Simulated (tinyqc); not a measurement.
Comparisons within one model: static screening by free carriers. A value that a table varies takes the place of the one given here.

kF = (3 pi^2 n/Mv)^(1/3), EF = c kF^2/m with c = hbar^2/2m0, n in 1/angstrom^3 (1e-24 per 1/cm^3), e2 = e^2/(4 pi eps0). Thomas-Fermi: qTF^2 = 6 pi e2 n/(eps EF). Debye: qD^2 = 4 pi e2 n/(eps kB T).

F_j(eta) = (1/Gamma(j + 1)) integral_0^infinity x^j dx/(1 + exp(x - eta)), which tends to exp(eta) for eta << 0.

At finite T: qs^2 = qD^2 F_-1/2(eta)/F_1/2(eta), where n = Mv N F_1/2(eta) and N = 2 (m kB T/(4 pi c))^(3/2) with c = hbar^2/2m0, in 1/angstrom^3; times 1e24 for 1/cm^3.

Donor in the screened potential -(e2/eps) exp(-qs r)/r with the trial function exp(-r/a): E(a) = c/(m a^2) - (e2/eps) 4/(a (2 + qs a)^2), e2 = e^2/(4 pi eps0), c = hbar^2/2m0; isotropic mass.

Constants: hbar^2/2m0 = 3.80998211 eV angstrom^2; e^2/(4 pi eps0) = 14.39964547 eV angstrom; kB = 8.617333262e-05 eV/K; a0 (Bohr radius) = 0.5291772105 angstrom.

Inputs chosen for the exercise (near those of Ge; not measured data): m = 0.2202 m0 (mass of one isotropic valley); Mv = 4 (valleys); eps = 15.9 (background dielectric constant); T = 400 K; n = 1.9e+17 1/cm^3 (carrier density).

## Screening unbinds the donor

All carriers n are taken as free and screen with qs(T); E(a) is minimised over a; a dash marks no bound state. aB = a0 eps/m.

Donor level:
```
n (1/cm^3)  n^(1/3) aB  qs aB  E (meV)   a/aB
1.0e+14          0.018  0.007   -11.69  1.000
1.0e+15          0.038  0.022   -11.34  1.000
6.0e+15          0.069  0.054   -10.63  1.002
2.0e+16          0.104  0.098    -9.69  1.006
5.0e+16          0.141  0.155    -8.56  1.015
1.0e+17          0.177  0.219    -7.41  1.030
3.0e+17          0.256  0.379    -4.96  1.084
8.0e+17          0.355  0.616    -2.31  1.225
```

aB = 38.2 angstrom

How do the results move?

The level rises from -11.69 meV at the lowest density to -2.31 meV at 8e+17 1/cm^3, against -11.85 meV unscreened. It stays bound over this range. This trial function loses binding at qs aB = 1 and the exact Yukawa problem at 1.19; the Mott rule of thumb is n^(1/3) aB = 0.26 (rows below ni, about 1e+15 1/cm^3 for this gap, are formal: thermal pairs then set the screening), which the last bound row of this table passes: the rule belongs to low temperature, and thermal carriers screen more weakly.

## From Debye to Thomas-Fermi

Screening lengths (angstrom):
```
n (1/cm^3)    eta  Debye  Thomas-Fermi  finite T
5.0e+16     -5.77  246.1         32.33     246.3
3.0e+17     -3.97  100.5         23.98     100.8
2.0e+18     -2.03  38.92         17.48     39.76
6.0e+18     -0.85  22.47         14.56     23.90
2.0e+19      0.66  12.31         11.91     14.71
8.0e+19      3.27  6.153         9.452     9.862
3.0e+20      8.45  3.177         7.583     7.629
1.0e+21     19.02  1.740         6.205     6.212
```

How do the results move?

Debye is within 5 % of the finite-T length up to 2e+18 1/cm^3 of the densities listed and Thomas-Fermi from 8e+19 on. The length goes as n^-0.50 at the low end and n^-0.17 at the high end, against the limits -1/2 and -1/6. Both limits give too short a length.

## What sets the screening length

All results formed anew. Each row changes one parameter from the base and keeps the others.

Results:
```
case                Debye (angstrom)  Thomas-Fermi (angstrom)  finite T (angstrom)
base                           126.3                    25.88                126.5
n = 3.8e+17 1/cm^3             89.28                    23.05                89.65
m = 0.2863 m0                  126.3                    22.69                126.4
eps = 19.08                    138.3                    28.35                138.6
T = 460 K                      135.4                    25.88                135.6
Mv = 5                         126.3                    24.02                126.5
```

How do the results move?

The largest shifts from the base row, up to three for each result and ties (the steps differ in size, so this ranks the rows, not the parameters). Debye (angstrom): n -37.0, eps +12.1, T +9.14; unchanged at the printed digits by m and Mv. Thomas-Fermi (angstrom): m -3.18, n -2.82, eps +2.47; unchanged at the printed digits by T. finite T (angstrom): n -36.9, eps +12.1, T +9.10; unchanged at the printed digits by Mv.

Program tinyqc; command `OMP_NUM_THREADS=1 python tinyqc.py 1650760 1650761 out.jsonl`; about 0.01 s on one thread of a shared Intel(R) Xeon(R) Processor @ 2.30GHz.
